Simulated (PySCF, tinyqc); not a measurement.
Worked calculation: CISD on RHF in the sto-3g basis, for H3-, spin multiplicity 1. The basis has no diffuse functions, so it cannot describe the extra electron: this is an exercise in the method, not the real anion. The lowest restricted solution is unstable here: a spin-polarised one lies 0.0170 hartree lower (PySCF). One step of it, computed by the program tinyqc.

Task: CISD: determinants and Hamiltonian. Slater-Condon rules over spin orbitals, with the nuclear repulsion added and E(HF) subtracted on the diagonal.

one-electron integrals over orbitals h = C^T H C (hartree):
$$\begin{pmatrix}
-1.170057 & 0.000000 & -0.081928 \\
0.000000 & -0.965026 & -0.000001 \\
-0.081928 & -0.000001 & -0.860603
\end{pmatrix}$$

Two-electron integrals over orbitals (pq|rs), unique and non-zero (hartree):
```
(11|11) 0.468494    (21|11) -3.49e-06   (21|21) 0.155003    (22|11) 0.396630
(22|21) 3.83e-06    (22|22) 0.477409    (31|11) 0.079705    (31|21) 3.24e-06
(31|22) -0.075522   (31|31) 0.160065    (32|11) 4.60e-06    (32|21) -0.153267
(32|22) -0.000005   (32|31) -6.89e-07   (32|32) 0.160053    (33|11) 0.482798
(33|21) -8.76e-07   (33|22) 0.413423    (33|31) 0.082692    (33|32) 2.17e-06
(33|33) 0.510986
```

nuclear repulsion = 0.85161088 hartree

Hartree-Fock energy = -1.19613667 hartree

Give: determinants; H - E(HF) between determinants.

Result:

Occupation strings over the orbitals (2 doubly, a alpha, b beta, 0 empty; spin orbitals ordered 1a 1b 2a 2b ...): 220 2ab a2b 2ba b2a 202 ab2 ba2 022

H - E(HF) between determinants (hartree):
```
        220      2ab      a2b      2ba      b2a      202      ab2      ba2
220  0.0000   0.0000   0.0000   0.0000   0.0000   0.1601   0.0000   0.0000
2ab  0.0000   0.2077   0.0000  -0.1601   0.0000   0.0000  -0.1533   0.1582
a2b  0.0000   0.0000   0.3523   0.0000  -0.1601   0.1533   0.0000   0.0000
2ba  0.0000  -0.1601   0.0000   0.2077   0.0000   0.0000   0.1582  -0.1533
b2a  0.0000   0.0000  -0.1601   0.0000   0.3523  -0.1533   0.0000   0.0000
202  0.1601   0.0000   0.1533   0.0000  -0.1533   0.5770   0.0000   0.0000
ab2  0.0000  -0.1533   0.0000   0.1582   0.0000   0.0000   0.5714  -0.1550
ba2  0.0000   0.1582   0.0000  -0.1533   0.0000   0.0000  -0.1550   0.5714
022  0.1601   0.0000   0.0030   0.0000  -0.0030   0.1550   0.0000   0.0000

         022
220   0.1601
2ab   0.0000
a2b   0.0030
2ba   0.0000
b2a  -0.0030
202   0.1550
ab2   0.0000
ba2   0.0000
022   0.7185
```
